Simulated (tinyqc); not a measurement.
Time-domain thermoreflectance: layered heat flow under a modulated pulse train, and what the signal ratio measures: one step, computed by the program tinyqc.

Pulses repeat at 80 MHz; heat is laid down at the surface, all layers are isotropic, and the film is in perfect contact with the substrate.

Question. Length and time scales. Penetration depth sqrt(kappa/(pi f C)); effusivity sqrt(kappa C); cooling time of the metal d C_m/G; Kapitza length kappa/G.

Inputs (values chosen for the exercise, modelled on aluminium on silica):
```
quantity                                value        unit
metal thickness d                          80          nm
metal heat capacity                      2.42  MJ/(m^3 K)
boundary conductance G under the metal    240  MW/(m^2 K)
substrate conductivity kappa             1.29     W/(m K)
substrate heat capacity C                1.61  MJ/(m^3 K)
modulation frequency f                    9.8         MHz
spot radius w (1/e^2, pump and probe)     8.4  micrometre
```

Stack: metal, film, substrate.

Give: penetration depth; effusivity; cooling time of the metal; Kapitza length; depth over spot radius.

Answer.

penetration depth = 0.1613 micrometre

effusivity = 1441 W s^(1/2)/(m^2 K)

cooling time of the metal = 806.7 ps

Kapitza length = 5.375 nm

depth over spot radius = 0.01921
